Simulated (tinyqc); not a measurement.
Rapid thermal processing of a wafer: radiative balance, ramp and cooling, pattern effects, pyrometer error and spike budget: one step, computed by the program tinyqc.

The wafer is opaque and uniform through its thickness unless said otherwise; temperatures in formulas are in kelvin (C + 273.15). sigma = 5.670374419e-12 W/(cm^2 K^4).

Task: Pyrometer error. Signal proportional to eps/(exp(c2/(lambda T)) - 1), c2 = h c/k_B. If the assumed emissivity is too high by the given error, the reading T' solves (1 + error)/(exp(c2/(lambda T')) - 1) = 1/(exp(c2/(lambda T)) - 1). Wien estimate: T' - T = -lambda T^2 ln(1 + error)/c2. Process rates go as exp(-E_a/(k_B T)).

Inputs (values chosen for the exercise, modelled on a hot silicon wafer):
```
quantity                              value        unit
process temperature                     899           C
starting temperature                    400           C
pyrometer wavelength                    3.8  micrometre
error of the assumed emissivity         7.5           %
activation energy of the process E_a   3.46          eV
```

Constants: h = 6.62607015e-34 J s; c = 299792458 m/s; k_B = 1.380649e-23 J/K; k_B = 8.617333262e-05 eV/K.

Give: c2; c2/(lambda T); reading less true temperature; Wien estimate; rate at T over rate at T', less 1.

Result:

c2 = 14388 micrometre K

c2/(lambda T) = 3.230

reading less true temperature = -24.71 K

Wien estimate = -26.24 K

rate at T over rate at T', less 1 = 109.1 %

Caution: below about 600 C lightly doped silicon is partly transparent at this wavelength, so its emissivity is not yet the hot value early in the ramp.
